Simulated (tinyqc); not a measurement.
What a measurement delay does to the time exponent: bias-temperature instability from a Gaussian distribution of capture and emission barriers. Computed by tinyqc, a small Python program. Command: `OMP_NUM_THREADS=1 python tinyqc.py 3016796 3016797 out.jsonl bti walk`. One thread of a shared host (Intel(R) Xeon(R) Processor @ 2.30GHz), about 0.01 s of CPU time with the checks.

Each trap has a capture time tau_0 exp(E_c/(k_B T)) under stress and an emission time tau_0 exp(E_e/(k_B T)) after it. E_c is Gaussian, and E_e = E_c + d with d Gaussian and independent. A trap counts as filled once t_s exceeds its capture time and as emptied once t_r exceeds its emission time.

Inputs (values chosen for the exercise, for a model p-channel transistor):
```
quantity,value,unit
shift with all traps filled V_max,270,mV
mean capture barrier at zero field mu_c,1.86,eV
spread of capture barriers sigma_c,0.36,eV
lowering of mu_c per field k_F,0.043,eV/(MV/cm)
oxide field F,6.4,MV/cm
"mean of E_e - E_c at the stress field, delta",0.052,eV
"spread of E_e - E_c, sigma_d",0.17,eV
time constant tau_0,4e-09,s
temperature T,150,C
stress time t_s,1000,s
```

Constants: k_B = 8.617333262e-05 eV/K.

Method:
- Demarcation energies E_s = k_B T ln(t_s/tau_0), E_r = k_B T ln(t_r/tau_0); mean barrier mu = mu_c - k_F F; z = (E_s - mu)/sigma_c; Phi is the standard normal distribution.
- Temperatures in kelvin are T(C) + 273.15.
- Shift without recovery dV0 = V_max Phi(z); local time exponent n = d ln dV0/d ln t_s = (k_B T/sigma_c) exp(-z^2/2)/(sqrt(2 pi) Phi(z)); apparent activation energy n E_s.
- Remaining shift dV = V_max int_(-infinity)^(E_s) g(E_c) [1 - Phi((E_r - E_c - delta)/sigma_d)] dE_c, g the Gaussian density of E_c (Gauss-Legendre, 120 points over 7 sigma_c below E_s).
- Columns: no delay, and delays of 1 us, 1 ms and 1 s.

mean barrier mu = 1.5848 eV

Shift (mV):
```
t_s (s),no delay,1 us,1 ms,1 s
1.00e+00,1.963,1.922,1.625,0.750
1.00e+01,3.656,3.614,3.282,1.961
1.00e+02,6.484,6.442,6.093,4.377
1.00e+03,10.959,10.917,10.562,8.578
1.00e+04,17.668,17.626,17.270,15.144
1.00e+05,27.195,27.153,26.797,24.615
1.00e+06,40.012,39.970,39.613,37.415
1.00e+07,56.345,56.303,55.947,53.744
```

Between 10 and 1000 s the apparent exponent is 0.238 without delay, 0.240 at 1 us, 0.254 at 1 ms and 0.320 at 1 s: a slow measurement loses more of a short stress than of a long one, which steepens the curve. Without delay the exponent falls from 0.270 to 0.149 over the table, so the growth is not a true power law. Caution: step-function filling and one Gaussian population are simplifications; real devices show several populations.
